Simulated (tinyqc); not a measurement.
Worked calculation: density of states of one tight-binding band of a chain. Values are carried at full precision from step to step, so a last printed digit may differ when a step is redone from the rounded ones.

E(k) = -2 t cos(2 pi k) - 2 t2 cos(4 pi k); k in fractions of the reciprocal vectors, mesh k_i = j/N with j = 0 .. N-1. Densities are per cell and per spin, so the band holds one state.

Parameters, chosen for this exercise:
- t = 2.4 eV (nearest hopping)
- t2 = 0.04 eV (second hopping)
- N = 16 (mesh points along each axis)
- bins = 8 (bins of the histogram)
- E_lo = -4.913 eV (lower end of the histogram)
- E_hi = 4.817 eV (upper end)
- E = -3.63 eV (energy at which the density is wanted)
- sigma = 0.48 eV (Gaussian width)

## Energies on the mesh

Evaluate the band at all 16 points and collect equal values.

Distinct energies:
```
E_k (eV)  points
-4.8800        1
-4.4912        2
-3.3941        2
-1.7803        2
0.0800         2
1.8934         2
3.3941         2
4.3781         2
4.7200         1
```

The 16 points give 9 distinct energies between -4.8800 and 4.7200 eV; a dense mesh gives a band from -4.880 to 4.720 eV.

## Histogram

Count the points in equal bins from E_lo to E_hi; g = count/(all points x bin width).

Histogram:
```
from (eV)  to (eV)  points  g (1/eV)
-4.9130    -3.6968       3    0.1542
-3.6968    -2.4805       2    0.1028
-2.4805    -1.2643       2    0.1028
-1.2643    -0.0480       0    0.0000
-0.0480     1.1683       2    0.1028
1.1683      2.3845       2    0.1028
2.3845      3.6008       2    0.1028
3.6008      4.8170       3    0.1542
```

Empty bins: 1 of 8; the fullest holds 3 points. Empty bins inside the band come from the coarse mesh, not from gaps.

## Gaussian broadening at one energy

Gaussian broadening: g(E) = mean over the mesh of exp(-(E - E_k)^2/(2 sigma^2))/(sigma sqrt(2 pi)), n(E) = mean of erfc((E_k - E)/(sigma sqrt 2))/2.

Sum over the distinct energies with their counts.

n(E) = 0.2216
g(E) = 0.1147 1/eV

## Sum over all linear segments

Each interval of the mesh is a segment with E linear in k: n = (E - e1)/(e2 - e1), g = 1/(e2 - e1) between its end values.

Average n and g over all pieces of the mesh. The reference uses the same method with N = 4000.

n(E) = 0.2231
g(E) = 0.1139 1/eV
reference n(E) = 0.228
reference g(E) = 0.096 1/eV

On this mesh the linear method errs by +0.018 1/eV in g and -0.005 in n; the Gaussian sum erred by +0.019 and -0.007.

## Checks

- States below the top of the band by the linear method against one: both 1.000000.

Computed by tinyqc, a small Python program: `OMP_NUM_THREADS=1 python tinyqc.py 1681556 1681557 out.jsonl` (the numbers bound the seed that draws the inputs); one thread of a shared host (Intel(R) Xeon(R) Processor @ 2.30GHz), about 0.01 s for the whole set of steps.
